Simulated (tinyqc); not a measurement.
# Worked calculation: a chain with uneven site energies and dephasing by Buettiker voltage probes

tinyqc, about 0.01 s, one thread, Intel Xeon 2.30GHz (shared host): `OMP_NUM_THREADS=1 python tinyqc.py 2700025 2700026 out.jsonl` Printed values are rounded.

Sites 1 to 6 form a chain with hopping -t. Lead L joins site 1 and lead R site 6, both semi-infinite chains with hopping -t and site energy 0. Every site carries a probe with self-energy -i Gamma_p/2 that draws no net current. Linear response at zero temperature: mu_L = 1, mu_R = 0 in units of the bias.

Inputs (values chosen for the exercise):
- t = 1.4 eV (hopping (matrix element -t))
- U = [-0.66, 0.85, -0.19, 1.43, 0.21, -0.12] eV (site energies 1 to N)
- E = 1.49 eV (Fermi energy)
- gp = 0.77 eV (probe broadening Gamma_p)

Constants: q = 1.602176634e-19 C, h = 6.62607015e-34 J s. Results are converted to the units shown.

## Green function

Sigma = t^2 g(E), g(x) = (x - i sqrt(4 t^2 - x^2))/(2 t^2) for |x| < 2 t and (x - sign(x) sqrt(x^2 - 4 t^2))/(2 t^2) otherwise; Gamma = -2 Im Sigma; G = (E - H - Sigma_L - Sigma_R + i Gamma_p/2)^(-1).

Sigma = 0.745000-1.185316i eV
Gamma = 2.370633 eV

G (1/eV):

|  | 1 | 2 | 3 | 4 | 5 | 6 |
|---|---|---|---|---|---|---|
| 1 | 0.0761568-0.2284919i | 0.3815679+0.1438863i | -0.2110191+0.0577842i | -0.1124543-0.1551971i | 0.1731594-0.0202079i | -0.0514200+0.1260541i |
| 2 | 0.3815679+0.1438863i | -0.2215398-0.5723876i | 0.2765866+0.1787000i | -0.0612216+0.2818863i | -0.1964441-0.1739449i | 0.1929928-0.0688288i |
| 3 | -0.2110191+0.0577842i | 0.2765866+0.1787000i | 0.1337220-0.2155369i | 0.2179600+0.0431707i | -0.1311912+0.1537477i | -0.0557332-0.1476625i |
| 4 | -0.1124543-0.1551971i | -0.0612216+0.2818863i | 0.2179600+0.0431707i | -0.1884585-0.3936302i | 0.3961542+0.0255252i | -0.1667202+0.2613504i |
| 5 | 0.1731594-0.0202079i | -0.1964441-0.1739449i | -0.1311912+0.1537477i | 0.3961542+0.0255252i | 0.1212326-0.2637841i | 0.1347497+0.1823098i |
| 6 | -0.0514200+0.1260541i | 0.1929928-0.0688288i | -0.0557332-0.1476625i | -0.1667202+0.2613504i | 0.1347497+0.1823098i | 0.0936556-0.4650899i |

## Transmissions between terminals

With Gamma the broadening by one lead, T_RL = Gamma^2 |G_(6,1)|^2, T_pL = Gamma Gamma_p |G_(p,1)|^2, T_pR = Gamma Gamma_p |G_(p,6)|^2, T_pq = Gamma_p^2 |G_(p,q)|^2 for p != q.

T_RL = 0.1041573

| probe | T_pL | T_pR |
|---|---|---|
| 1 | 0.1058879 | 0.0338311 |
| 2 | 0.3035570 | 0.0766364 |
| 3 | 0.0873778 | 0.0454711 |
| 4 | 0.0670503 | 0.1754191 |
| 5 | 0.0554781 | 0.0938146 |
| 6 | 0.0338311 | 0.4108581 |

T_pq:

|  | 1 | 2 | 3 | 4 | 5 | 6 |
|---|---|---|---|---|---|---|
| 1 | 0.00000000 | 0.09859768 | 0.02838098 | 0.02177847 | 0.01801973 | 0.01098860 |
| 2 | 0.09859768 | 0.00000000 | 0.06429043 | 0.04933399 | 0.04081945 | 0.02489209 |
| 3 | 0.02838098 | 0.06429043 | 0.00000000 | 0.02927165 | 0.02421966 | 0.01476938 |
| 4 | 0.02177847 | 0.04933399 | 0.02927165 | 0.00000000 | 0.09343491 | 0.05697749 |
| 5 | 0.01801973 | 0.04081945 | 0.02421966 | 0.09343491 | 0.00000000 | 0.03047172 |
| 6 | 0.01098860 | 0.02489209 | 0.01476938 | 0.05697749 | 0.03047172 | 0.00000000 |

## Probe potentials and effective transmission

No current into probe p: W mu = T_pL with W_pp = T_pL + T_pR + sum_q T_pq and W_pq = -T_pq. Then T_eff = T_RL + sum_p T_pR mu_p, and the resistance is (h/2q^2)/T_eff.

W:

|  | 1 | 2 | 3 | 4 | 5 | 6 |
|---|---|---|---|---|---|---|
| 1 | 0.3174844 | -0.0985977 | -0.0283810 | -0.0217785 | -0.0180197 | -0.0109886 |
| 2 | -0.0985977 | 0.6581270 | -0.0642904 | -0.0493340 | -0.0408195 | -0.0248921 |
| 3 | -0.0283810 | -0.0642904 | 0.2937810 | -0.0292716 | -0.0242197 | -0.0147694 |
| 4 | -0.0217785 | -0.0493340 | -0.0292716 | 0.4932659 | -0.0934349 | -0.0569775 |
| 5 | -0.0180197 | -0.0408195 | -0.0242197 | -0.0934349 | 0.3562582 | -0.0304717 |
| 6 | -0.0109886 | -0.0248921 | -0.0147694 | -0.0569775 | -0.0304717 | 0.5827885 |

| probe | mu_p |
|---|---|
| 1 | 0.6506407 |
| 2 | 0.6758844 |
| 3 | 0.5876239 |
| 4 | 0.3658783 |
| 5 | 0.4166630 |
| 6 | 0.1716352 |

T_eff = 0.3784752
resistance = 34.10105 kohm

Without probes the transmission is 0.5329. With them, 27.5 % of the current crosses without entering a probe.

## Current at both leads

In units of (2 q^2/h) times the bias, T_RL + sum_p T_pL (1 - mu_p) leaves L and T_RL + sum_p T_pR mu_p enters R.

current leaving L = 0.3784752
current entering R = 0.3784752

The two are equal: the probes conserve the current.
